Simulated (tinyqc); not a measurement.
Lorentz oscillators and the Kramers-Kronig relations: one step. Dielectric function at one energy.

eps(E) = 1 + sum_j S_j/(E0_j^2 - E^2 - i G_j E).

Inputs chosen for the exercise:
```
symbol  value         unit  meaning
E0      (2.94, 4.88)  eV    resonances
G       (0.4, 0.89)   eV    widths
S       (21.1, 83)    eV^2  strengths
E       6.84          eV    photon energy
```

Problem. Evaluate each oscillator and the sum.

Give: terms; eps(E); eps(0).

Solution.

terms: [-0.5504+0.0395i, -3.3761+0.8947i]

eps(E) = -2.9265+0.9342i
eps(0) = 6.9264

(tinyqc, `OMP_NUM_THREADS=1 python tinyqc.py 1682669 1682670 out.jsonl`, Intel(R) Xeon(R) Processor @ 2.30GHz, 1 thread, shared host, about 0.2 s.)
